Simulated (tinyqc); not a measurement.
Radius: cylindrical quantum wire.

A cylinder of radius R, isotropic masses, c = hbar^2/2m0, k = sqrt(mw E/c), kappa = sqrt(mb (V0 - E)/c). State (n, m) is J_m(k r) inside and K_m(kappa r) outside; psi and psi'/m are continuous: (k/mw) J_m'(kR)/J_m(kR) = (kappa/mb) K_m'(kappa R)/K_m(kappa R).

With hard walls E = c (x/R)^2/mw, x a zero of J_m: (1,0) 2.404826; (2,0) 5.520078; (1,1) 3.831706; (2,1) 7.015587; (1,2) 5.135622; (2,2) 8.417244; (1,3) 6.380162; (2,3) 9.761023.

Constants: hbar^2/2m0 = 3.80998211 eV angstrom^2.

Values chosen for the exercise (near those of an InGaAs wire in InP; not measured data):
```
symbol  value                           unit      meaning
V0      0.254                           eV        barrier height
mw      0.0418                          m0        mass inside
mb      0.0792                          m0        mass outside
Rs      (24, 34, 48, 69, 97, 138, 193)  angstrom  radii
```

The two lowest states against R; a dash marks an unbound state.

Levels (eV):
```
R (angstrom)   (1,0)   (1,1)  (1,0), hard walls  flat well of width 2R
24            0.1867       -             0.9151                 0.0925
34            0.1361       -             0.4560                 0.0637
48            0.0919  0.2263             0.2288                 0.0415
69            0.0567  0.1445             0.1107                 0.0250
97            0.0342  0.0872             0.0560                 0.0149
138           0.0194  0.0493             0.0277                 0.0084
193           0.0109  0.0278             0.0142                 0.0047
```

The lowest state is bound at every radius listed. (1,1) becomes bound between 34 and 48 angstrom. At the largest radius the level is 0.77 of the hard-wall value and 2.33 times that of the flat well (the hard-wall ratio is 2.34); the exponent d ln E/d ln R between the last two radii is -1.71.

(tinyqc, `OMP_NUM_THREADS=1 python tinyqc.py 1252478 1252479 out.jsonl`, Intel(R) Xeon(R) Processor @ 2.30GHz, 1 thread, shared host, about 0.02 s.)
